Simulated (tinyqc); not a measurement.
Inside a calculation. Method: tight binding, honeycomb lattice. Computed by tinyqc, a small Python program that keeps every step. Settings: t1 = 1.74, t2 = 0.21, phi = 0, delta = 0, points = 5. Command: `OMP_NUM_THREADS=1 python tinyqc.py 28552 28553 out.jsonl` (the two numbers bound the seeds that draw the settings). One thread of a shared host (Intel(R) Xeon(R) Processor @ 2.60GHz), about 0.01 s of CPU time with the checks.

## Bloch Hamiltonian at k

Parameters chosen for this model:

| parameter | value | unit |
|---|---|---|
| t1 | 1.740000 | eV, nearest |
| t2 | 0.210000 | eV, second neighbours |
| phi | 0 | rad, phase of t2 (Haldane) |
| delta | 0 | eV, +/- on A and B |

k point k (fractions of the reciprocal vectors): 0.49000  -0.29000

H_AB = -t1 (1 + exp(-i k.a1) + exp(-i k.a2)); H_AA = delta - 2 t2 sum cos(k.b + phi), H_BB = -delta - 2 t2 sum cos(k.b - phi), b = a1, a2 - a1, -a2.

H(k) at k (eV):
```
                  A                 B
A           0.44492  0.42929-1.57608i
B  0.42929+1.57608i           0.44492
```

## Levels at k

Diagonalise the Hermitian matrix.

eigenvalues (eV): -1.18858  2.07842

weights |c|^2 of the basis functions:
```
    band 1   band 2
A  0.50000  0.50000
B  0.50000  0.50000
```

## Bloch Hamiltonian at K

k point K (fractions of the reciprocal vectors): 0.33333  0.66667

As before.

H(k) at K (eV):
```
         A        B
A  0.63000  0.00000
B  0.00000  0.63000
```

## Levels at K

As before.

eigenvalues (eV): 0.63000  0.63000

## Bands along a path

The same steps at evenly spaced points between the labelled ones.

Bands along the path (eV):

| k | band 1 | band 2 |
|---|---|---|
| G | -6.48000 | 3.96000 |
| G-K 0.25 | -5.69123 | 3.81631 |
| G-K 0.50 | -3.69000 | 3.27000 |
| G-K 0.75 | -1.32000 | 2.16000 |
| K | 0.63000 | 0.63000 |
| K-M 0.25 | -0.12676 | 1.31470 |
| K-M 0.50 | -0.75631 | 1.79123 |
| K-M 0.75 | -1.17377 | 2.06907 |
| M | -1.32000 | 2.16000 |
| M-K' 0.25 | -1.17377 | 2.06907 |
| M-K' 0.50 | -0.75631 | 1.79123 |
| M-K' 0.75 | -0.12676 | 1.31470 |
| K' | 0.63000 | 0.63000 |

With 1 band(s) filled, the highest filled level on these points lies at K and the lowest empty one at K: the bands touch or overlap, so there is no gap.
